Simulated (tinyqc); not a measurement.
## Modulation-doped quantum well, Poisson-Schroedinger loop: effect of the temperature

A well of width L centred at z = 0 between barriers Vb; effective-mass electrons, parabolic bands. The electrons come from donor sheets outside the mesh, a share fL of Ns on the left and the rest on the right, so the structure is neutral. Energies are counted from the band edge of the well, with U = 0 on the first node in the Hartree part.

Schroedinger equation -C d/dz (1/m) dpsi/dz + (V0 + U) psi = E psi, C = hbar^2/(2 m0), on a fine mesh (400 intervals across the well) with hard walls 4.95 nm outside the well edges (to within half a fine step); the lowest 2 levels are kept. V0 = 0 in the well and Vb outside, plus q Fz z (1 kV/cm = 1e-4 eV/nm). N_k = D Vt ln(1 + exp((EF - E_k)/Vt)), D = md m0 q/(pi hbar^2), sum N_k = Ns; n = sum N_k |psi_k|^2. dU/dz = q (fL Ns - integral of n from the left)/(eps0 eps_r). The loop is converged to 1e-9 eV; shares under 0.001 % are printed as 0.

Parameters, values chosen for the exercise; material values close to those of GaN in AlGaN: mass along z in the well mw = 0.197 m0; mass along z in the barriers mb = 0.249 m0; in-plane mass md = 0.2 m0; barrier height Vb = 0.39 eV; relative permittivity (all layers) eps_r = 9.67; well width L = 9.9 nm; sheet density of electrons Ns = 1.9e12 cm^-2; share of the donors on the left side fL = 0.25; applied field along z Fz = 0 kV/cm.

Constants: q = 1.602176634e-19 C, kB = 1.380649e-23 J/K, hbar = 1.054571817e-34 J s, m0 = 9.1093837015e-31 kg, Vt = kB T/q, eps0 = 8.8541878128e-14 F/cm where lengths are in cm, hbar^2/(2 m0) = 0.0380998212 eV nm^2. Results are converted to the units shown.

Results:

| T (K) | E2 - E1 (meV) | EF - E1 (meV) | share of E2 (%) | centroid (nm) | charge in the barriers (%) | range of U in the well (meV) |
|---|---|---|---|---|---|---|
| 4 | 35.0 | 22.7 | 0 | 1.10 | 1.33 | 75.6 |
| 20 | 35.0 | 22.7 | 0.00604 | 1.10 | 1.33 | 75.6 |
| 50 | 35.1 | 22.5 | 0.982 | 1.10 | 1.34 | 75.6 |
| 100 | 35.7 | 20.6 | 6.07 | 1.06 | 1.43 | 75.7 |
| 150 | 36.3 | 17.1 | 11.5 | 1.01 | 1.52 | 76.0 |
| 300 | 37.9 | -0.801 | 23.0 | 0.892 | 1.72 | 77.4 |
| 400 | 38.6 | -16.9 | 27.6 | 0.838 | 1.79 | 78.4 |

Estimate the missing row, T = 200 K.

Computed row:

| T (K) | E2 - E1 (meV) | EF - E1 (meV) | share of E2 (%) | centroid (nm) | charge in the barriers (%) | range of U in the well (meV) |
|---|---|---|---|---|---|---|
| 200 | 36.9 | 12.1 | 16.1 | 0.964 | 1.60 | 76.5 |

With this row back in the table: As T goes from 4 to 400, E2 - E1 rises from 35.0 to 38.6 meV, EF - E1 falls from 22.7 to -16.9 meV and the share of E2 rises from 0 to 27.6 %. EF stays below E2 throughout. For T = 300, 400 E2 holds over 8 % and the third level, left out, lies near enough to EF to take a share too.

Computed by the program tinyqc: `OMP_NUM_THREADS=1 python tinyqc.py 2140119 2140120 out.jsonl`, one thread of a shared Intel Xeon 2.30GHz, about 0.3 s for the whole run.
